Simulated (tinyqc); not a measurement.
# Stacked nanosheet transistor, parasitic resistance, capacitance and delay: two studies

Ns sheets share one contact on top; each has perimeter p = 2 (Ws + ts) and cross-section A = Ws ts; contact width Wc = Ws + 10 nm, stack height Hs = Ns pv. Sheet 1 is the top one. Contact length Lc = CPP - Lg - 2 Lsp, shared by two neighbouring gates. Source and drain sides are equal. The formulas are first-order estimates, not field solutions.

Parameters, values chosen for the exercise; values close to those of silicon logic devices: temperature T = 300 K; number of sheets Ns = 3; sheet width Ws = 20 nm; sheet thickness ts = 7 nm; vertical pitch of the sheets pv = 18 nm; vertical resistance between sheet levels rv = 168 ohm; contacted gate pitch CPP = 51 nm; gate length Lg = 14 nm; spacer length Lsp = 7 nm; relative permittivity of the spacer ks = 3.3; gate height above the channel stack Hc = 20 nm; contact resistivity rc = 5.9e-10 ohm cm^2; resistivity of the source-drain epitaxy re = 0.00036 ohm cm; current-carrying depth of the epitaxy te = 20 nm; resistivity of the extension rx = 0.0007 ohm cm; gate overlap Lov = 1 nm; inversion capacitance Cinv = 2.3 uF/cm^2; injection velocity vx = 9.7e6 cm/s; apparent mobility mu = 270 cm^2/(V s); threshold at zero drain voltage VT = 0.23 V; barrier lowering dl = 0.022 V/V; subthreshold factor n = 1.26; wire load Cw = 0.23 fF; supply voltage Vdd = 0.8 V.

Constants: q = 1.602176634e-19 C, kB = 1.380649e-23 J/K, eps0 = 8.8541878128e-12 F/m, Vt = kB T/q. Results are converted to the units shown.

Each table varies one quantity; the others keep the values above.

## Effect of the vertical resistance between sheet levels

Epitaxy sheet resistance Rsh = re/te, transfer length LT = sqrt(rc/Rsh), contact Rc = [sqrt(rc Rsh)/Wc] coth(Lc/(2 LT)); extension of one sheet Rx = rx Lsp/A. With N sheets: gate Cg = Cinv p N Lg; per side, plate Cp = ks eps0 [Wc (Hs + Hc) - N A]/Lsp, top fringe Cf = (2/pi) ks eps0 Wc ln(1 + Lg/(2 Lsp)), overlap Co = Cinv p N Lov. One sheet: I = p Q vx u/(1 + |u|^1.8)^(1/1.8), Q = Cinv n Vt ln(1 + exp((Vg' - VT + dl Vd')/(n Vt))), u = Vd' mu/(vx Lg), Vg' = Vgs - v, Vd' = Vds - 2 v, with the drop on each side v_j = Rc sum I + rv (sum over levels k = 2..j of the current of sheets k..Ns) + Rx I_j. Ieff = [I(Vgs = Vdd, Vds = Vdd/2) + I(Vdd/2, Vdd)]/2, total currents. With Cs = Cp + Cf + Co, the load of an inverter of two such devices driving an equal one is CL = 2 (Cg + 2 Cs) + 4 Cs + Cw (own drains counted twice for the Miller effect); delay CL Vdd/(2 Ieff).

The same in every row: Rc (ohm) = 193.4; Rx/N (ohm) = 116.7; CL (aF) = 427.3.

Effect of the vertical resistance between sheet levels:

| rv (ohm) | Ieff (uA) | delay (ps) |
|---|---|---|
| 0 | 121.9 | 1.402 |
| 50 | 120.7 | 1.416 |
| 100 | 119.5 | 1.430 |
| 200 | 117.2 | 1.458 |
| 400 | 112.8 | 1.516 |
| 800 | 104.3 | 1.639 |

What does the table show?

As rv goes from 0 to 800 ohm, Ieff falls from 122 to 104 uA, CL stays at 427 aF and the delay rises from 1.40 to 1.64 ps.

## Effect of the contact resistivity

Same model as above.

The same in every row: Rx/N (ohm) = 116.7; CL (aF) = 427.3.

Effect of the contact resistivity:

| rc (ohm cm^2) | Rc (ohm) | Ieff (uA) | delay (ps) |
|---|---|---|---|
| 1e-10 | 49.00 | 124.3 | 1.375 |
| 2.1e-10 | 82.30 | 122.8 | 1.392 |
| 4.5e-10 | 152.7 | 119.7 | 1.428 |
| 9.7e-10 | 303.8 | 113.4 | 1.508 |
| 2.1e-9 | 631.5 | 100.7 | 1.698 |
| 4.4e-9 | 1298 | 77.19 | 2.215 |
| 9.4e-9 | 2748 | 47.80 | 3.576 |
| 2e-8 | 5820 | 26.75 | 6.391 |

What does the comparison show?

As rc goes from 1e-10 to 2e-8 ohm cm^2, Ieff falls from 124 to 26.7 uA, CL stays at 427 aF and the delay rises from 1.38 to 6.39 ps. Rc goes as rc^(0.70) at the start and rc^(0.99) at the end (1/2 for a long contact, 1 for a short one). For rc = 1e-10 to 2.1e-10 ohm cm^2 rc lies near or below the quantum limit of metal-silicon contacts.

Computed by the program tinyqc: `OMP_NUM_THREADS=1 python tinyqc.py 2170096 2170097 out.jsonl`, one thread of a shared Intel Xeon 2.30GHz, about 0.06 s for the whole run.
